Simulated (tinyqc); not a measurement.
Current crowding under a contact, resistor ladder against the transmission-line model: two steps of the calculation.

A metal contact of length d and width W on a thin layer of the same width. The metal has no resistance, the sheet resistance under it equals Rsh, and current enters the layer at the front edge x = 0.

Parameters, values chosen for the exercise:
- Rsh = 57 ohm/sq (sheet resistance of the semiconductor layer)
- rc = 2.3e-5 ohm cm^2 (specific contact resistivity)
- d = 3.1 um (contact length)
- W = 460 um (contact width)
- n = 6 (cells)
- I = 2 mA (current)

Task 1. Voltages and the share of the current. Cut the contact into n cells of length hc = d/n. Neighbouring cell centres are joined by a = W/(Rsh hc), each centre joins the metal (0 V) by g = W hc/rc, and I enters cell 1 through half a cell: -a v_(i-1) + b_i v_i - a v_(i+1) = I for i = 1 and 0 otherwise, b_i = g + 2 a (g + a at both ends). Rc = v_1/I + 1/(2 a). Cell i passes g v_i to the metal.

a = 15.619694 S
g = 0.10333333 S
b_i, cell 1 to 6 (S): [15.723028, 31.342722, 31.342722, 31.342722, 31.342722, 15.723028]

Wanted: v_i; share of the current; Rc of the ladder.

Result 1.

v_i, cell 1 to 6 (mV): [3.418, 3.312, 3.229, 3.166, 3.125, 3.105]
share of the current, cell 1 to 6 (%): [17.66, 17.11, 16.68, 16.36, 16.15, 16.04]
Rc of the ladder = 1.741 ohm

The first cell passes 17.7 % of the current and the last 16.0 %; an even spread would give 16.7 % each.

Task 2. The transmission-line result. Transfer length Lt = sqrt(rc/Rsh); front resistance Rc = (Rsh Lt/W) coth(d/Lt); end resistance Re = (Rsh Lt/W)/sinh(d/Lt). v(x) = I (Rsh Lt/W) cosh((d - x)/Lt)/sinh(d/Lt) at the cell centres x = (i - 1/2) d/n.

Find: Lt; Rc; Re; v(x).

Result 2.

Lt = 6.352 um
Rc = 1.739 ohm
Re = 1.551 ohm
v(x), cell 1 to 6 (mV): [3.417, 3.311, 3.228, 3.166, 3.124, 3.104]

The ladder's Rc is 0.11 % above this value, with cells 0.081 Lt long.

Program tinyqc, `OMP_NUM_THREADS=1 python tinyqc.py 2760144 2760145 out.jsonl`; Intel Xeon 2.30GHz, shared host, one thread, about 0.01 s.
